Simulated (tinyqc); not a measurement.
Geometry optimisation on the RHF/sto-6g surface (energies and gradients from PySCF), for BeH2, spin multiplicity 1, step by step. Computed by tinyqc, a small Python program that keeps every step (integrals from PySCF). Settings: charge = 0, multiplicity = 1, basis = sto-6g, optimiser = sd, first Hessian = 0.15, largest step = 0.5, iteration cap = 30. Command: `OMP_NUM_THREADS=1 python tinyqc.py 30758 30759 out.jsonl` (the two numbers bound the seeds that draw the settings). One thread of a shared host (Intel(R) Xeon(R) Processor @ 2.60GHz), about 4 s of CPU time with the checks.

## Step 1: energy and gradient

positions at the start (bohr), order 1Be, 2H, 3H:
$$\begin{pmatrix}
-0.017008 & -0.058582 & 0.045353 \\
0.081258 & 2.551130 & 0.039684 \\
0.052912 & -2.690970 & -0.062361
\end{pmatrix}$$

Self-consistent energy and analytic gradient at these positions.

energy = -15.71766010 hartree

gradient (hartree/bohr), order 1Be, 2H, 3H:
$$\begin{pmatrix}
-0.00545966 & 0.00391740 & 0.00375414 \\
0.00288842 & 0.03680738 & -0.00108819 \\
0.00257124 & -0.04072478 & -0.00266596
\end{pmatrix}$$

## Step 1: move

Steepest descent, p = -g / 0.15; steps longer than 0.5 bohr are cut back.

positions after step 1 (bohr), order 1Be, 2H, 3H:
$$\begin{pmatrix}
0.019390 & -0.084698 & 0.020326 \\
0.062002 & 2.305748 & 0.046939 \\
0.035771 & -2.419471 & -0.044588
\end{pmatrix}$$

## Step 2: energy and gradient

As before.

energy = -15.72478194 hartree

gradient (hartree/bohr), order 1Be, 2H, 3H:
$$\begin{pmatrix}
-0.00101037 & -0.01514242 & 0.00032829 \\
0.00050331 & -0.00872108 & -0.00053916 \\
0.00050706 & 0.02386349 & 0.00021087
\end{pmatrix}$$

## Step 2: move

As before.

positions after step 2 (bohr), order 1Be, 2H, 3H:
$$\begin{pmatrix}
0.026126 & 0.016252 & 0.018137 \\
0.058647 & 2.363888 & 0.050533 \\
0.032390 & -2.578561 & -0.045994
\end{pmatrix}$$

## Convergence

Stop when the largest gradient component is below 3e-5 hartree/bohr.

Course of the optimisation:
```
step   E (hartree)  largest gradient (hartree/bohr)
1     -15.71766010                         4.07e-02
2     -15.72478194                         2.39e-02
3     -15.72211691                         5.55e-02
4     -15.67816671                         2.35e-01
5     -15.71886644                         7.02e-02
6     -15.67824123                         2.32e-01
7     -15.71885947                         6.77e-02
8     -15.67825475                         2.33e-01
9     -15.71885833                         6.88e-02
10    -15.67825764                         2.33e-01
11    -15.71885817                         6.83e-02
12    -15.67825827                         2.33e-01
13    -15.71885816                         6.85e-02
14    -15.67825842                         2.33e-01
15    -15.71885817                         6.84e-02
16    -15.67825846                         2.33e-01
17    -15.71885817                         6.85e-02
18    -15.67825847                         2.33e-01
19    -15.71885817                         6.84e-02
20    -15.67825848                         2.33e-01
21    -15.71885817                         6.85e-02
22    -15.67825848                         2.33e-01
23    -15.71885817                         6.84e-02
24    -15.67825848                         2.33e-01
25    -15.71885817                         6.85e-02
26    -15.67825848                         2.33e-01
27    -15.71885817                         6.84e-02
28    -15.67825848                         2.33e-01
29    -15.71885817                         6.85e-02
30    -15.67825848                         2.33e-01
```

Distances after the last move, whose energy is not in the table (angstrom):
```
pair    distance
2H-1Be  1.242183
3H-1Be  1.415355
3H-2H   2.657538
```

Not converged within 30 steps: the energy rises at some steps, so steps overshoot. Reruns: method bfgs, first Hessian 0.6, largest step 0.3: converged in 10 (E = -15.72602).
